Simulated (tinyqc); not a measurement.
Virtual-crystal alloy A(1-x)B(x) in sp3s* tight binding: one step. Levels at L. Two cases, with inputs chosen for the exercise.

Problem. Diagonalise H; four bands are filled. The top of the valence band is the lower p root at Gamma.

Give: levels; gap from the valence top to L.

Case 1.

H (eV):
```
                      sa                   xa                   ya                   za                  s*a
sa             -8.352200                    0                    0                    0                    0
xa                     0             0.974800                    0                    0                    0
ya                     0                    0             0.974800                    0                    0
za                     0                    0                    0             0.974800                    0
s*a                    0                    0                    0                    0             8.396200
sc   -2.167933-2.167933i   2.072773+2.072773i   2.072773+2.072773i   2.072773+2.072773i                    0
xc   -1.055684-1.055684i   0.699387+0.699387i  -1.614155-1.614155i  -1.614155-1.614155i  -1.376283-1.376283i
yc   -1.055684-1.055684i  -1.614155-1.614155i   0.699387+0.699387i  -1.614155-1.614155i  -1.376283-1.376283i
zc   -1.055684-1.055684i  -1.614155-1.614155i  -1.614155-1.614155i   0.699387+0.699387i  -1.376283-1.376283i
s*c                    0   1.660519+1.660519i   1.660519+1.660519i   1.660519+1.660519i                    0

                      sc                   xc                   yc                   zc                 s*c
sa   -2.167933+2.167933i  -1.055684+1.055684i  -1.055684+1.055684i  -1.055684+1.055684i                   0
xa    2.072773-2.072773i   0.699387-0.699387i  -1.614155+1.614155i  -1.614155+1.614155i  1.660519-1.660519i
ya    2.072773-2.072773i  -1.614155+1.614155i   0.699387-0.699387i  -1.614155+1.614155i  1.660519-1.660519i
za    2.072773-2.072773i  -1.614155+1.614155i  -1.614155+1.614155i   0.699387-0.699387i  1.660519-1.660519i
s*a                    0  -1.376283+1.376283i  -1.376283+1.376283i  -1.376283+1.376283i                   0
sc             -1.766600                    0                    0                    0                   0
xc                     0             4.078600                    0                    0                   0
yc                     0                    0             4.078600                    0                   0
zc                     0                    0                    0             4.078600                   0
s*c                    0                    0                    0                    0            7.103600
```

p roots (eV): 0.012435  5.040965

Solution.

levels (eV): -10.1810  -6.1716  -1.0945  -1.0945  2.0370  4.1951  6.1479  6.1479  9.3263  11.2287

gap from the valence top to L = 2.0246 eV

Case 2.

H (eV):
```
                      sa                   xa                   ya                   za                  s*a
sa             -8.681200                    0                    0                    0                    0
xa                     0             0.998700                    0                    0                    0
ya                     0                    0             0.998700                    0                    0
za                     0                    0                    0             0.998700                    0
s*a                    0                    0                    0                    0             8.226500
sc   -2.181720-2.181720i   2.005868+2.005868i   2.005868+2.005868i   2.005868+2.005868i                    0
xc   -1.420285-1.420285i   0.678845+0.678845i  -1.731503-1.731503i  -1.731503-1.731503i  -1.543138-1.543138i
yc   -1.420285-1.420285i  -1.731503-1.731503i   0.678845+0.678845i  -1.731503-1.731503i  -1.543138-1.543138i
zc   -1.420285-1.420285i  -1.731503-1.731503i  -1.731503-1.731503i   0.678845+0.678845i  -1.543138-1.543138i
s*c                    0   1.599610+1.599610i   1.599610+1.599610i   1.599610+1.599610i                    0

                      sc                   xc                   yc                   zc                 s*c
sa   -2.181720+2.181720i  -1.420285+1.420285i  -1.420285+1.420285i  -1.420285+1.420285i                   0
xa    2.005868-2.005868i   0.678845-0.678845i  -1.731503+1.731503i  -1.731503+1.731503i  1.599610-1.599610i
ya    2.005868-2.005868i  -1.731503+1.731503i   0.678845-0.678845i  -1.731503+1.731503i  1.599610-1.599610i
za    2.005868-2.005868i  -1.731503+1.731503i  -1.731503+1.731503i   0.678845-0.678845i  1.599610-1.599610i
s*a                    0  -1.543138+1.543138i  -1.543138+1.543138i  -1.543138+1.543138i                   0
sc             -2.668200                    0                    0                    0                   0
xc                     0             3.677900                    0                    0                   0
yc                     0                    0             3.677900                    0                   0
zc                     0                    0                    0             3.677900                   0
s*c                    0                    0                    0                    0            6.743500
```

p roots (eV): -0.002891  4.679491

Solution.

levels (eV): -10.8342  -6.7548  -1.3242  -1.3242  1.5605  3.9152  6.0008  6.0008  9.0001  11.4105

gap from the valence top to L = 1.5634 eV

Computed by tinyqc, one run a case: `OMP_NUM_THREADS=1 python tinyqc.py N N+1 out.jsonl` with N = 1450136, 1450759; one thread of a shared Intel(R) Xeon(R) Processor @ 2.30GHz, about 0.09 s a run at most.
